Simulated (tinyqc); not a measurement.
Tail length against growth temperature: equilibrium and kinetic segregation of a solute to boundaries and growing surfaces. Computed by tinyqc, a small Python program. Command: `OMP_NUM_THREADS=1 python tinyqc.py 3030374 3030375 out.jsonl segreg walk`. One thread of a shared host (Intel(R) Xeon(R) Processor @ 2.30GHz), about 0.01 s of CPU time with the checks.

Inputs (values chosen for the exercise, for a model alloy): exchange barrier E_b = 1.61 eV; surface segregation energy E_s = 0.33 eV; growth rate = 2.7 monolayers/s.

Constants: k_B = 8.617333262e-05 eV/K.

Method. Two-state exchange during growth, dilute: jump up r_u = nu exp(-E_b/(k_B T_g)), jump back r_d = r_u exp(-E_s/(k_B T_g)), nu = 1e13 1/s. In the time 1/R of one monolayer the share carried up is p = [r_u/(r_u + r_d)] [1 - exp(-(r_u + r_d)/R)]; the tail decays as p^n, length -1/ln p monolayers; the equilibrium limit has p = r_u/(r_u + r_d).

Exchange model:

| T_g (K) | r_u/R | p | length (monolayers) | equilibrium limit |
|---|---|---|---|---|
| 555 | 8.8867e-03 | 0.00885 | 2.1152e-01 | 992.76 |
| 594 | 8.1027e-02 | 0.07783 | 3.9165e-01 | 631.28 |
| 626 | 4.0449e-01 | 0.33254 | 9.0828e-01 | 454.18 |
| 658 | 1.7269e+00 | 0.82064 | 5.0588e+00 | 337.44 |
| 684 | 5.0816e+00 | 0.99024 | 1.0195e+02 | 270.57 |
| 710 | 1.3817e+01 | 0.99547 | 2.2046e+02 | 220.50 |
| 749 | 5.4384e+01 | 0.99402 | 1.6664e+02 | 166.64 |
| 807 | 3.2663e+02 | 0.99138 | 1.1555e+02 | 115.55 |
| 904 | 3.9167e+03 | 0.98574 | 6.9641e+01 | 69.64 |

What does the comparison show, and why?

The length peaks among these rows at 710 K with 220 monolayers. Below, exchange freezes (r_u/R = 0.0089 in the first row); above, the length follows the equilibrium limit, about exp(E_s/(k_B T)), down to 69.6.

Extremes, crossings and ranges named in words are read from the listed rows.
